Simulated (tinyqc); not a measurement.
Inside a calculation. Method: tight binding, honeycomb lattice. Computed by tinyqc, a small Python program that keeps every step. Settings: t1 = 2.9, t2 = 0, phi = 0, delta = 0, points = 7. Command: `OMP_NUM_THREADS=1 python tinyqc.py 24717 24718 out.jsonl` (the two numbers bound the seeds that draw the settings). One thread of a shared host (Intel(R) Xeon(R) Processor @ 2.60GHz), about 0.01 s of CPU time with the checks.

## Bloch Hamiltonian at k

Parameters chosen for this model:
```
parameter     value                        unit
t1         2.900000                 eV, nearest
t2                0       eV, second neighbours
phi               0  rad, phase of t2 (Haldane)
delta             0          eV, +/- on A and B
```

k point k (fractions of the reciprocal vectors): [-0.340000, -0.220000]

H_AB = -t1 (1 + exp(-i k.a1) + exp(-i k.a2)); H_AA = delta - 2 t2 sum cos(k.b + phi), H_BB = -delta - 2 t2 sum cos(k.b - phi), b = a1, a2 - a1, -a2.

H(k) at k (eV), order A, B:
$$\begin{pmatrix}
0.000000 & -1.889508-5.297184i \\
-1.889508+5.297184i & 0.000000
\end{pmatrix}$$

## Levels at k

Diagonalise the Hermitian matrix.

eigenvalues (eV): [-5.624091, 5.624091]

weights |c|^2 of the basis functions, order A, B:
$$\begin{pmatrix}
0.500000 & 0.500000 \\
0.500000 & 0.500000
\end{pmatrix}$$

## Bloch Hamiltonian at K

k point K (fractions of the reciprocal vectors): [0.333333, 0.666667]

As before.

H(k) at K (eV), order A, B:
$$\begin{pmatrix}
0.000000 & 0.000000 \\
0.000000 & 0.000000
\end{pmatrix}$$

## Levels at K

As before.

eigenvalues (eV): [0.000000, 0.000000]

## Bands along a path

The same steps at evenly spaced points between the labelled ones.

Bands along the path (eV):
```
k             band 1    band 2
G          -8.700000  8.700000
G-K 0.33   -7.343058  7.343058
G-K 0.67   -3.907159  3.907159
K                  0         0
K-M 0.33   -1.543058  1.543058
K-M 0.67   -2.550217  2.550217
M          -2.900000  2.900000
M-K' 0.33  -2.550217  2.550217
M-K' 0.67  -1.543058  1.543058
K'                 0         0
```

With 1 band(s) filled, the highest filled level on these points lies at K and the lowest empty one at K: the bands touch or overlap, so there is no gap.
